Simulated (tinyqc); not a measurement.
# Ferroelectric switching, Landau-Khalatnikov equation, step by step

tinyqc, about 0.1 s, one thread, Intel Xeon 2.30GHz (shared host): `OMP_NUM_THREADS=1 python tinyqc.py 2860133 2860134 out.jsonl` Printed values are rounded.

One domain: rho dP/dt = E - (2 al P + 4 be P^3), with al = -3 sqrt(3) Ec/(4 Pr), be = 3 sqrt(3) Ec/(8 Pr^3), so that the static loop has remanence Pr and coercive field Ec. With P in uC/cm^2, E in kV/cm, rho in ohm m and t in ns, dP/dt = [E - 2 al P - 4 be P^3]/(100 rho).

Parameters, values chosen for the exercise; remanent polarisation and coercive field close to those of doped hafnium oxide films:
- Pr = 15 uC/cm^2 (remanent polarisation)
- Ec = 1000 kV/cm (static coercive field)
- rho = 2.1 ohm m (viscosity of the polarisation)
- Em = 2400 kV/cm (field amplitude)
- dt = 0.81 ns (time step)

## Landau coefficients and time scales

al = -3 sqrt(3) Ec/(4 Pr), be = 3 sqrt(3) Ec/(8 Pr^3). Relaxation time at remanence tau = 100 rho/(-4 al); final state: the largest root Pf of 2 al P + 4 be P^3 = Em; relaxation time there 100 rho/(2 al + 12 be Pf^2).

al = -86.6025 kV cm/uC
be = 0.192450 kV cm^5/uC^3
tau = 0.606218 ns
Pf = 19.5980 uC/cm^2
relaxation time at Pf = 0.294202 ns

## Step 1: one time step

P at t = 0 = -15 uC/cm^2

The constant field E = Em acts from t = 0. Implicit Euler: P(new) solves P(new) = P + dt dP/dt(P(new)), a cubic with one real root; the rate listed is (P(new) - P)/dt.

dP/dt = 6.74261 uC/(cm^2 ns)
P after step 1 = -9.53849 uC/cm^2

## Step 2: one time step

As before.

dP/dt = 10.7361 uC/(cm^2 ns)
P after step 2 = -0.842278 uC/cm^2

## Step 3: one time step

As before.

dP/dt = 15.3041 uC/(cm^2 ns)
P after step 3 = 11.5541 uC/cm^2

## Course of the switching

P starts at -Pr. The reference is a fourth-order Runge-Kutta run with 40 substeps a step; the run counts as sound if it ends within 1 % of Pf.

Course of the iteration:
```
step  t (ns)  P (uC/cm^2)  reference (uC/cm^2)
1       0.81     -9.53849             -8.57133
2       1.62    -0.842278             -2.41006
3       2.43      11.5541              8.18727
4       3.24      17.1978              17.8387
5       4.05      18.9385              19.4731
6       4.86      19.4208              19.5900
7       5.67      19.5507              19.5975
8       6.48      19.5854              19.5980
```

P first turns positive at t = 2.43 ns among the steps, the reference at 2.43 ns (exactly 1.85 ns); the last value is 0.064 % below Pf. The largest gap to the reference is 3.4 uC/cm^2.
